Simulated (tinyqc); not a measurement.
Worked calculation: FCI on RHF in the sto-3g basis, frozen core, for B+, spin multiplicity 1. One step of it, computed by the program tinyqc.

Question. Integrals over molecular orbitals. (pq|rs) = sum C_ip C_jq C_kr C_ls (ij|kl), one index at a time.

coefficients C:
```
             MO1        MO2       MO3        MO4        MO5
1B 1s   0.993693  -0.301304  0.000000   0.000000   0.000000
1B 2s   0.022541   1.038125  0.000000   0.000000   0.000000
1B 2px  0.000000   0.000000  0.997805   0.030360  -0.058848
1B 2py  0.000000   0.000000  0.066218  -0.457485   0.886748
1B 2pz  0.000000   0.000000  0.000000   0.888699   0.458491
```

core Hamiltonian H = T + V (hartree):
```
             1B 1s      1B 2s     1B 2px     1B 2py     1B 2pz
1B 1s   -12.321086  -3.187330   0.000000   0.000000   0.000000
1B 2s    -3.187330  -3.412465   0.000000   0.000000   0.000000
1B 2px    0.000000   0.000000  -2.617559   0.000000   0.000000
1B 2py    0.000000   0.000000   0.000000  -2.617559   0.000000
1B 2pz    0.000000   0.000000   0.000000   0.000000  -2.617559
```

Two-electron integrals (ij|kl) in chemists' order, unique and non-zero (hartree):
```
(11|11) 2.923513   (21|11) 0.518376   (21|21) 0.109262   (22|11) 0.744229
(22|21) 0.193177   (22|22) 0.544804   (31|31) 0.020264   (32|31) 0.029996
(32|32) 0.120346   (33|11) 0.742491   (33|21) 0.193240   (33|22) 0.544682
(33|33) 0.586773   (41|41) 0.020264   (42|41) 0.029996   (42|42) 0.120346
(43|43) 0.031630   (44|11) 0.742491   (44|21) 0.193240   (44|22) 0.544682
(44|33) 0.523513   (44|44) 0.586773   (51|51) 0.020264   (52|51) 0.029996
(52|52) 0.120346   (53|53) 0.031630   (54|54) 0.031630   (55|11) 0.742491
(55|21) 0.193240   (55|22) 0.544682   (55|33) 0.523513   (55|44) 0.523513
(55|55) 0.586773
```

Give: one-electron integrals over orbitals h = C^T H C; Two-electron integrals over orbitals.

Answer.

one-electron integrals over orbitals h = C^T H C (hartree):
```
         1       2       3       4       5
1  -12.311   0.343   0.000   0.000   0.000
2    0.343  -2.802   0.000   0.000   0.000
3    0.000   0.000  -2.618   0.000   0.000
4    0.000   0.000   0.000  -2.618   0.000
5    0.000   0.000   0.000   0.000  -2.618
```

Two-electron integrals over orbitals (pq|rs), unique and non-zero (hartree); the lowest 1 orbital is frozen and left out:
```
(22|22) 0.526   (32|32) 0.113   (33|22) 0.534   (33|33) 0.587
(42|42) 0.113   (43|43) 0.032   (44|22) 0.534   (44|33) 0.524
(44|44) 0.587   (52|52) 0.113   (53|53) 0.032   (54|54) 0.032
(55|22) 0.534   (55|33) 0.524   (55|44) 0.524   (55|55) 0.587
```
